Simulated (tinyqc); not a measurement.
Speciation in dilute and buffered hydrofluoric acid, oxide etch rate and bath loading: one step, computed by the program tinyqc. Command: `OMP_NUM_THREADS=1 python tinyqc.py 3120806 3120807 out.jsonl hfetch walk`. One thread of a shared host (Intel(R) Xeon(R) Processor @ 2.30GHz), about 0.01 s of CPU time with the checks.

Concentrations stand for activities, NH4+ and Cl- are spectators, and water ionisation is neglected. H, F and HF2 denote the ions H+, F- and HF2-. The base temperature is 298 K.

Question. Etch rate. Rate = k_a ([HF] + 2 [H2F2]) + k_b [HF2], an empirical two-term form. Time = oxide/rate; a temperature error changes the rate by exp((E_a/k_B)(1/298 - 1/(298 + error))) - 1.

Inputs (values chosen for the exercise, of the order of those for thermal oxide at room temperature):
```
quantity,value,unit
NH4F added,2.9,mol/L
HCl added,0,mol/L
rate constant of neutral HF k_a,13,nm L/(min mol)
rate constant of HF2 k_b,46,nm L/(min mol)
activation energy,0.44,eV
temperature error,0.93,K
oxide removed per wafer,240,nm
```

[HF] = 0.2346810 mol/L

[H2F2] = 0 mol/L

[HF2] = 1.365207 mol/L

Constants: k_B = 8.617333262e-05 eV/K.

Give: etch rate; share of HF2 in the rate; etch time; rate change from the temperature error.

Answer.

etch rate = 65.850 nm/min

share of HF2 in the rate = 95.367 %

etch time = 218.68 s

rate change from the temperature error = 5.4752 %

Caution: at ionic strengths above about 0.5 mol/L activities differ much from concentrations, so pH and rates are only indicative.
